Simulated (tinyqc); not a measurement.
Off-state leakage of single and stacked transistors: one step of the calculation.

n-channel devices of unit width. Subthreshold current I(Vg, Vs, Vd) = I0 (T/300 K)^0.5 exp[(Vg - Vs - VT(T) - gb (Vs - Vb) + dd (Vd - Vs))/(nf Vt)] (1 - exp(-(Vd - Vs)/Vt)), VT(T) = VT - cT (T - 300 K). Gate-edge tunnelling Ig (Vd/1 V) exp(ag (Vd - 1 V)), for a gate at 0 V, and band-to-band leakage Ab u exp(-Bb/u), u = Vd - Vb + 1 V, flow at a drain held at V; both are taken as independent of T. In a stack of off transistors (all gates at 0 V) the same subthreshold current passes through each.

Problem. New Vx. Stack of two, Vx the node between them: I_low = I(0, 0, Vx), I_up = I(0, Vx, V), f = ln(I_up/I_low), f' = -(1 + gb + 2 dd)/(nf Vt) - 1/(Vt (exp(Vx/Vt) - 1)) - 1/(Vt (exp((V - Vx)/Vt) - 1)), Vx(new) = Vx - f/f'.

Parameters, values chosen for the exercise; values of the order met in bulk silicon logic transistors:
```
symbol,value,unit,meaning
T,378,K,temperature
V,0.7,V,supply voltage
VT,0.34,V,"threshold at 300 K, zero drain and body bias"
cT,0.9,mV/K,fall of the threshold with temperature
I0,0.29,uA/um,current at threshold at 300 K
nf,1.36,,slope factor
dd,0.06,,drain-induced lowering per volt
gb,0.14,,rise of the threshold per volt of source-body bias
Vb,0,V,body voltage
```

Constants: q = 1.602176634e-19 C, kB = 1.380649e-23 J/K, Vt = kB T/q. Results are converted to the units shown.

Vx at the start = 0.033 V

Find: I_low; I_up; f; f'; Vx after iteration 1.

Solution.

I_low = 0.4910 nA/um
I_up = 0.7783 nA/um
f = 0.4606
f' = -45.94 1/V
Vx after iteration 1 = 0.04303 V

Numbers from tinyqc (`OMP_NUM_THREADS=1 python tinyqc.py 2242109 2242110 out.jsonl`; about 0.03 s on one thread of a shared Intel Xeon 2.30GHz).
